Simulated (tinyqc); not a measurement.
Fully depleted semiconductor-on-insulator film with two gates, non-linear Poisson equation by Newton steps: one step of the calculation.

One dimension across the film, front interface at x = 0, back interface at x = ts. psi is counted from the intrinsic level, n = ni exp(psi/Vt) (source grounded), holes neglected, acceptors ionised. Gates act through Cox = eps0 eox/tox and Cbox = 3.9 eps0/tb with potentials G1 = Vg - (phiM - chi - Vt ln(Nc/ni)) and G2 = Vb - (phiB - chi - Vt ln(Nc/ni)). Classical Boltzmann densities, no interface charge, no depletion in the back plane.

Problem. Capacitances and gate potentials. ni = sqrt(Nc Nv) exp(-Eg/(2 Vt)), Eg in volts; Cox, Cbox, G1, G2 as defined; Cs = eps0 eps_r/ts; a = eps0 eps_r/h with h = ts/10; coupling ratio of a depleted film Cs Cbox/(Cox (Cs + Cbox)).

Inputs (values chosen for the exercise); band and dielectric values close to those of silicon: temperature T = 400 K; band gap Eg = 1.13 eV; relative permittivity eps_r = 11.7; conduction-band density of states at T Nc = 4.37e19 cm^-3; valence-band density of states at T Nv = 4.05e19 cm^-3; electron affinity chi = 4.03 eV; relative permittivity of the gate insulator (close to zirconium oxide) eox = 25.5; insulator thickness tox = 9.6 nm; film thickness ts = 16 nm; buried-oxide thickness (eps_r 3.9) tb = 9.2 nm; work function of the front gate phiM = 4.36 eV; work function of the back plane phiB = 4.53 eV; back-gate voltage Vb = 0 V; front-gate voltage Vg = 0.47 V.

Constants: q = 1.602176634e-19 C, kB = 1.380649e-23 J/K, Vt = kB T/q, eps0 = 8.8541878128e-14 F/cm where lengths are in cm. Results are converted to the units shown.

Find: ni; Cox; Cbox; Cs; a; G1; G2; coupling ratio.

Solution.

ni = 3.201e12 cm^-3
Cox = 2.352 uF/cm^2
Cbox = 0.3753 uF/cm^2
Cs = 0.6475 uF/cm^2
a = 6.475 uF/cm^2
G1 = 0.7063 V
G2 = 0.06631 V
coupling ratio = 0.1010

Program tinyqc, `OMP_NUM_THREADS=1 python tinyqc.py 2190076 2190077 out.jsonl`; Intel Xeon 2.30GHz, shared host, one thread, about 0.3 s.
